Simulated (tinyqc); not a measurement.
Hole subbands of a hard-walled well, four-band Luttinger model: sweeps and comparisons. A value that a table varies takes the place of the one given here.

Hole energies are counted downwards from the unstrained band edge, c = hbar^2/2m0. After the usual block transformation one block is H = [[P + Q - Zs, R - i S], [R + i S, P - Q + Zs]] in (heavy, light), with P +/- Q = c [(g1 +/- g2) k^2 + (g1 -/+ 2 g2) kz^2], R = sqrt(3) c gR k^2, S = 2 sqrt(3) c g3 k kz, kz = -i d/dz; axial approximation gR = (g2 + g3)/2. Zs = b (e_par - e_perp) is the shear part of the strain (the hydrostatic part shifts all levels alike and is left out). Basis sqrt(2/L) sin(n pi z/L), n = 1 to N, for each component: kz^2 gives (n pi/L)^2 and the heavy-light block is R delta_nm - 2 sqrt(3) c g3 k D_nm with D_nm = 4 n m/(L (n^2 - m^2)) for n + m odd, 0 otherwise. The other block has the same levels. The split-off band is left out.

Constants: hbar^2/2m0 = 3.80998211 eV angstrom^2.

Parameters, chosen for this exercise (near those of GaAs; shifted at random, so the results belong to these values and not to a real crystal): g1 = 6.99 (Luttinger gamma1); g2 = 2.06 (gamma2); g3 = 2.95 (gamma3); L = 155 angstrom (well width along [001]); Zs = 0 eV (shear strain energy); k = 0.0137 1/angstrom (wave vector in the plane); Zlist = (-0.0192, -0.0122, -0.0055, -0.002, 0, 0.0048, 0.0148) eV (shear strain energies (negative: tension in the plane, for b < 0)).

## Which coupling does what

N = 20, at the given k. Diagonal: R = S = 0. Along [100] and [110] gR is g2 and g3 instead of their mean.

Hole energies (meV):
```
model        E1     E2     E3     E4
diagonal  10.96  20.91  24.44  46.90
R alone   10.08  21.80  24.24  46.81
S alone    9.43  12.44  30.23  37.30
axial      8.26  13.23  30.42  37.28
[100]      8.58  13.02  30.36  37.28
[110]      7.90  13.43  30.49  37.27
```

The couplings move E1 by -2.71 meV: R alone by -0.89, S alone by -1.54, so S matters more at k L/pi = 0.68 (R grows as k^2 and joins equal n, S as k and joins n of opposite parity). Warping spreads E1 by 0.68 meV between [100] and [110], the hole being heavier along [110]; the axial value lies between them.

## Strain

N = 20. dE is the rise of the top subband from k = 0 to k1 = pi/(4L), m1 = c k1^2/dE (dash if dE is not positive), and the heavy weight is taken at k = pi/L.

Top subband:
```
Zs (eV)  HH1 (meV)  LH1 (meV)  dE (meV)  heavy weight  m1 (m0)
-0.0192       23.7       -1.8     0.158         0.106    0.621
-0.0122       16.7        5.2    -0.011         0.185        -
-0.0055       10.0       11.9     0.487         0.345    0.201
-0.0020        6.5       15.4     0.662         0.481    0.148
0.0000         4.5       17.4     0.682         0.573    0.143
0.0048        -0.3       22.2     0.712         0.775    0.137
0.0148       -10.3       32.2     0.750         0.931    0.130
```

HH1 and LH1 cross at Zs = -2 c g2 (pi/L)^2 = -0.0064 eV; for more negative Zs the light hole is on top. Among the rows with HH1 on top, m1 goes from 0.201 to 0.130 m0 as the splitting widens from 2 to 42 meV, against the unmixed 1/(g1 + g2) = 0.110: compression lightens the holes here. A dash marks a top subband whose hole energy at k1 lies below that at k = 0: an electron-like (negative) mass. m1 describes the neighbourhood of k = 0 only; where HH1 and LH1 lie close, the band may peak further out.

## What each parameter does

N = 20; the three lowest hole energies at the given k and the heavy weight of the lowest. Each row changes one parameter from the base and keeps the others.

Results:
```
case                   E1 (meV)  E2 (meV)  E3 (meV)  heavy weight
base                       8.26     13.23     30.42         0.839
g1 = 7.55                  9.70     15.63     33.32         0.858
g2 = 2.27                  7.74     12.27     29.45         0.840
g3 = 2.71                  8.66     14.00     29.97         0.863
L = 145 angstrom           9.11     14.97     33.60         0.879
Zs = 0.01 eV              -0.52      8.75     29.62         0.974
k = 0.0178 1/angstrom      9.04     14.88     35.43         0.644
```

The largest shifts from the base row, up to three for each result and ties (the steps differ in size, so this ranks the rows, not the parameters). E1 (meV): Zs -8.78, g1 +1.44, L +0.86. E2 (meV): Zs -4.47, g1 +2.40, L +1.74. E3 (meV): k +5.01, L +3.18, g1 +2.90. heavy weight: k -0.195, Zs +0.134, L +0.040.

tinyqc: `OMP_NUM_THREADS=1 python tinyqc.py 1282578 1282579 out.jsonl`; about 0.1 s, one thread, shared Intel(R) Xeon(R) Processor @ 2.30GHz.
